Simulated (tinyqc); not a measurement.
Thermal and gravitational stress in a wafer during furnace and rapid thermal processing, and the onset of slip: one step, computed by the program tinyqc.

A thin free disc in plane stress, isotropic; T(r) = T_centre + dT (r/R)^n with n = 2. Stress is positive in tension; sigma_SB = 5.670374419e-8 W/(m^2 K^4), g = 9.80665 m/s^2.

Task: Ramp rate in a batch furnace. Critical resolved stress tau_c = A exp(U/(k_B T)), a form chosen for the exercise; slip when 0.492799 |s_tt(R)| > tau_c; allowed |dT| = tau_c (n + 2)/(0.492799 n alpha E). In a stack heated from the rim, heat flows inward by conduction and by radiation between wafers: k_eff = k + (16/3) sigma_SB T^3 s^2/t (a diffusion estimate with the spacing as path length). A steady ramp gives the parabolic lag dT = rho c (ramp) R^2/(4 k_eff); the allowed ramp uses n = 2.

Inputs (values chosen for the exercise, modelled on silicon):
```
quantity                              value        unit
wafer radius R                          150          mm
thickness t                             775  micrometre
Young's modulus E                       158         GPa
expansion alpha                        4.43      1e-6/K
temperature T                          1200           K
prefactor A of the critical stress  0.00024         MPa
energy U of the critical stress        1.09          eV
density rho                            2330      kg/m^3
heat capacity c                         966    J/(kg K)
conductivity k                           25     W/(m K)
wafer spacing s                         6.8          mm
ramp rate                                12       K/min
```

Constants: k_B = 8.617333262e-05 eV/K.

Give: k_eff; lag of the centre; allowed ramp rate.

Result:

k_eff = 56.18 W/(m K)

lag of the centre = 45.07 K

allowed ramp rate = 14.01 K/min

Radiation carries 55 % of the inward flow. The ramp is 0.86 of the allowed one.
